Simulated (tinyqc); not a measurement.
Strength against creep resistance: grain growth, pinning, strength and diffusional creep of a polycrystal or thin film. Computed by tinyqc, a small Python program. Command: `OMP_NUM_THREADS=1 python tinyqc.py 3022961 3022962 out.jsonl grain walk`. One thread of a shared host (Intel(R) Xeon(R) Processor @ 2.30GHz), about 0.01 s of CPU time with the checks.

One mean grain size d describes the structure.

Inputs (values chosen for the exercise, modelled on polycrystalline silicon):

| quantity | value | unit |
|---|---|---|
| atomic volume Omega | 20.02 | angstrom^3 |
| boundary energy gamma | 0.6 | J/m^2 |
| mobility prefactor M0 | 2.9e-06 | m^4/(J s) |
| activation energy of boundary motion Q_m | 2.98 | eV |
| anneal temperature T | 1245 | K |
| anneal time t | 480 | s |
| initial grain size d0 | 32 | nm |
| particle volume fraction f | 0.0054 | - |
| particle radius r | 6.4 | nm |
| Hall-Petch slope k_y | 0.28 | MPa m^0.5 |
| lattice diffusion energy Q_l | 4.56 | eV |
| boundary diffusion energy Q_b | 2.44 | eV |
| lattice prefactor D0 | 0.00016 | m^2/s |
| boundary prefactor delta D0b | 7.3e-15 | m^3/s |
| applied stress sigma | 170 | MPa |
| service temperature T_c | 784 | K |

Sample: bulk.

Constants: k_B = 8.617333262e-05 eV/K; k_B = 1.380649e-23 J/K.

Method:
- M = M0 exp(-Q_m/(k_B T)). The driving pressure is 2 gamma/d. Zener pinning pressure 3 f gamma/(2 r) stops growth at d_Z = 4 r/(3 f). The limit is d_lim = d_Z.
- dd/dt = 2 M gamma (1/d - 1/d_lim) integrates to 2 M gamma t = d_lim (d0 - d) + d_lim^2 ln[(d_lim - d0)/(d_lim - d)]; without pinning d^2 = d0^2 + 4 M gamma t.
- Nabarro-Herring rate = 14 sigma Omega D_l/(k_B T d^2), D_l = D0 exp(-Q_l/(k_B T)); Coble rate = 14 pi sigma Omega delta D_b/(k_B T d^3), delta D_b = delta D0b exp(-Q_b/(k_B T)); they are equal at d_x = pi delta D_b/D_l.
- Hall-Petch term k_y/sqrt(d).

crossover size d_x = 6.08589e+09 micrometre

At T_c and sigma:

| d (nm) | Hall-Petch term (MPa) | Nabarro-Herring (1/s) | Coble (1/s) | time to 1 % (s) |
|---|---|---|---|---|
| 30 | 1616.6 | 3.8065e-18 | 7.7219e-07 | 1.2950e+04 |
| 100 | 885.4 | 3.4258e-19 | 2.0849e-08 | 4.7963e+05 |
| 300 | 511.2 | 3.8065e-20 | 7.7219e-10 | 1.2950e+07 |
| 1000 | 280.0 | 3.4258e-21 | 2.0849e-11 | 4.7963e+08 |
| 3000 | 161.7 | 3.8065e-22 | 7.7219e-13 | 1.2950e+10 |
| 10000 | 88.5 | 3.4258e-23 | 2.0849e-14 | 4.7963e+11 |
| 100000 | 28.0 | 3.4258e-25 | 2.0849e-17 | 4.7963e+14 |

What does the comparison show, and why?

From 100 micrometre to 30 nm grains the Hall-Petch term grows 58 times, while the time to 1 % strain shrinks by 10.6 decades. Coble creep rules in 7 of the seven rows (d_x is a millimetre or more). Fine grains resist slip but creep fast. The Hall-Petch value at 30 nm is at the edge of that law. Caution: sigma Omega is not small against k_B T, as the linear creep laws assume.

Extremes, crossings and ranges named in words are read from the listed rows.
